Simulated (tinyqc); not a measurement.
# MESFET, gradual channel with velocity saturation, step by step

Numbers from tinyqc (`OMP_NUM_THREADS=1 python tinyqc.py 2500141 2500142 out.jsonl`; about 0.07 s on one thread of a shared Intel Xeon 2.30GHz). Printed values are rounded.

A uniformly doped n-type channel, depleted from the top by a Schottky gate; at channel potential V the depleted share of a is u = sqrt((Vbi - Vg + V)/Vp), s at the source. Electrons drift with v = mu E/(1 + mu E/vsat). Abrupt depletion edge, no series resistance, source at 0.

Inputs (values chosen for the exercise); material values close to those of silicon:
```
symbol   value        unit                                     meaning
T          300           K                                 temperature
eps_r     11.6              relative permittivity of the semiconductor
Nc      2.8e19       cm^-3      conduction-band density of states at T
Nd      3.3e17       cm^-3                donor density of the channel
a           72          nm                           channel thickness
mu         580  cm^2/(V s)           low-field mobility at this doping
vsat     1.4e7        cm/s                         saturation velocity
L            2          um                                 gate length
W           50          um                                  gate width
phiB      0.62           V                            Schottky barrier
Vg        -0.3           V                                gate voltage
Vd        0.23           V                               drain voltage
```

Constants: q = 1.602176634e-19 C, kB = 1.380649e-23 J/K, Vt = kB T/q, eps0 = 8.8541878128e-14 F/cm where lengths are in cm. Results are converted to the units shown.

## Built-in and pinch-off voltages

Vbi = phiB - Vt ln(Nc/Nd); Vp = q Nd a^2/(2 eps0 eps_r); G0 = q mu Nd a W/L; Z = mu Vp/(vsat L); s = sqrt((Vbi - Vg)/Vp). VT = Vbi - Vp.

Vbi = 0.505195 V
Vp = 1.33430 V
VT = -0.829103 V
G0 = 5.51982 mS
Z = 0.276390
s = 0.776827

Z = 0.276: velocity saturation is a small correction.

## Current below saturation

u = sqrt((Vbi - Vg + Vd)/Vp). I = (G0 Vp/3) F/(1 + Z (u^2 - s^2)), F = 3 (u^2 - s^2) - 2 (u^3 - s^3), with u at V = Vd; Z = 0 gives constant mobility, for which u stops at 1.

u = 0.880815
F = 0.0879590
I for Z = 0 = 0.215942 mA
I = 0.206121 mA

The falling mobility lowers the current by 4.55 %.

## Iteration 1: the saturation point by Newton steps

u at the start = 1

a is the channel (half-)thickness, Vp its pinch-off voltage and Z = mu Vp/(vsat L); an iterate with u > 1 is an overshoot, not a physical state. f = (1 - u)(1 + Z (u^2 - s^2)) - Z F/3, F = 3 (u^2 - s^2) - 2 (u^3 - s^3); f' = -(1 + Z (u^2 - s^2)); u(new) = u - f/f'.

f = -0.0117178
f' = -1.10960
u after iteration 1 = 0.989440

## Iteration 2: the saturation point by Newton steps

As before.

f = -3.07152e-5
f' = -1.10379
u after iteration 2 = 0.989412

## Course of the iteration: the saturation point by Newton steps

Stop when u changes by less than 1e-10, or after 60 iterations.

Course of the iteration:
```
iteration	u	|change|
1	0.989440	0.0106
2	0.989412	2.78e-5
3	0.989412	1.92e-10
4	0.989412	0
```

Converged in 4 iterations. The change falls from 0.011 in the first iteration to below the tolerance in the last.

## Saturation voltage, current and transconductance

um = 0.989412

Vdsat = Vp (um^2 - s^2); Isat = (G0 Vp/Z)(1 - um), which is q Nd vsat a W (1 - um); gm = G0 (um - s)/(1 + Z (um^2 - s^2)). For Z = 0: Vdsat = Vp (1 - s^2), Isat = (G0 Vp/3)(1 - 3 s^2 + 2 s^3), gm = G0 (1 - s).

Vdsat = 0.500996 V
Isat = 0.282149 mA
gm = 1.06310 mS
Vdsat for Z = 0 = 0.529103 V
Isat for Z = 0 = 0.312250 mA
gm for Z = 0 = 1.23188 mS

The current saturates with 1.06 % of the channel still open at the drain, at 0.904 of the constant-mobility current.
